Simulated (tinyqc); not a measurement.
Polarisation charge from two barrier thicknesses.

Inverse problem. Voff = phiB - dEc - q sigma d/(eps0 eb). Find sigma, phiB - dEc and the thickness at which Voff = 0.

Constants: q = 1.602176634e-19 C, eps0 = 8.8541878128e-14 F/cm where lengths are in cm. Results are converted to the units shown.

Voff at d = 17 and 26 nm (V): -6.2935433  -9.9868486
eb = 9.3887000

Answer. Voff is a straight line in d: its slope is -q sigma/(eps0 eb) and its intercept phiB - dEc.

sigma = 2.13e13 cm^-2
phiB - dEc = 0.683 V
thickness for Voff = 0 = 1.66 nm

Program tinyqc, `OMP_NUM_THREADS=1 python tinyqc.py 2180035 2180036 out.jsonl`; Intel Xeon 2.30GHz, shared host, one thread, about 0.01 s.
